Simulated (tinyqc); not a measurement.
Partial widths from the peak.

Question. A Breit-Wigner resonance has total width G = GL + GR and peak transmission Tp = 4 GL GR/G^2. GR is known to be the larger. Find GL, GR and the lifetime hbar/G.

Constants: q = 1.602176634e-19 C, hbar = 1.054571817e-34 J s. Results are converted to the units shown.

G = 28.622457 meV
Tp = 0.95320471

Answer. GL and GR have the sum G and the product Tp G^2/4, so they are (G/2)(1 +/- sqrt(1 - Tp)).

GL = 11.22 meV
GR = 17.41 meV
lifetime = 23.00 fs

tinyqc, about 0.1 s, one thread, Intel Xeon 2.30GHz (shared host): `OMP_NUM_THREADS=1 python tinyqc.py 2600024 2600025 out.jsonl`
